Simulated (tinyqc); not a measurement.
Inside a calculation. Method: UHF in the 6-31g basis, for H2+, spin multiplicity 2. One step of it, computed by the program tinyqc.

Problem. Iteration 2: diagonalisation and new density. Diagonalise F' = X^T F X, C = X C', fill 1 alpha and 0 beta electrons from the bottom; D(s) = C_occ C_occ^T. Each column has its largest component positive (the first on a tie).

F(alpha) (hartree), lower triangle:
```
           1H 1s      1H 2s      2H 1s      2H 2s
1H 1s  -0.751451
1H 2s  -0.916970  -0.807005
2H 1s  -0.878297  -0.830299  -0.751451
2H 2s  -0.830299  -0.783195  -0.916970  -0.807005
```

F(beta) (hartree), lower triangle:
```
           1H 1s      1H 2s      2H 1s      2H 2s
1H 1s  -0.163944
1H 2s  -0.459221  -0.405312
2H 1s  -0.414581  -0.402612  -0.163944
2H 2s  -0.402612  -0.391229  -0.459221  -0.405312
```

X, lower triangle:
```
           1H 1s      1H 2s      2H 1s     2H 2s
1H 1s   1.282968
1H 2s  -0.499705   1.932178
2H 1s  -0.167357   0.066849   1.282968
2H 2s   0.066849  -0.973484  -0.499705  1.932178
```

Give: F' = X^T F X; orbital energies; coefficients C; F' = X^T F X; orbital energies; coefficients C; D(alpha) after iteration 2; D(beta) after iteration 2.

Solution.

F' = X^T F X (alpha) (hartree), lower triangle:
```
         1        2        3        4
1  -0.1186
2  -0.6037  -0.0959
3  -0.5202  -0.1456  -0.1186
4  -0.1456  -0.2209  -0.6037  -0.0959
```

orbital energies (alpha) (hartree): MO1 -1.2441, MO2 -0.2152, MO3 0.2886, MO4 0.7418

coefficients C (alpha):
```
          MO1      MO2      MO3      MO4
1H 1s  0.4213   0.2899   0.7338  -1.0622
1H 2s  0.1879   1.4106  -0.7197   1.5467
2H 1s  0.4213  -0.2899   0.7338   1.0622
2H 2s  0.1879  -1.4106  -0.7197  -1.5467
```

F' = X^T F X (beta) (hartree), lower triangle:
```
         1        2        3       4
1   0.2894
2  -0.4564   0.0114
3  -0.3263  -0.0169   0.2894
4  -0.0169  -0.1366  -0.4564  0.0114
```

orbital energies (beta) (hartree): MO1 -0.5564, MO2 -0.1160, MO3 0.3943, MO4 0.8797

coefficients C (beta):
```
          MO1      MO2      MO3      MO4
1H 1s  0.3050   0.1846   0.7893  -1.0854
1H 2s  0.2950   1.5551  -0.6828   1.4013
2H 1s  0.3050  -0.1846   0.7893   1.0854
2H 2s  0.2950  -1.5551  -0.6828  -1.4013
```

D(alpha) after iteration 2, lower triangle:
```
        1H 1s   1H 2s   2H 1s   2H 2s
1H 1s  0.1775
1H 2s  0.0792  0.0353
2H 1s  0.1775  0.0792  0.1775
2H 2s  0.0792  0.0353  0.0792  0.0353
```

D(beta) after iteration 2, lower triangle:
```
        1H 1s   1H 2s   2H 1s   2H 2s
1H 1s  0.0000
1H 2s  0.0000  0.0000
2H 1s  0.0000  0.0000  0.0000
2H 2s  0.0000  0.0000  0.0000  0.0000
```
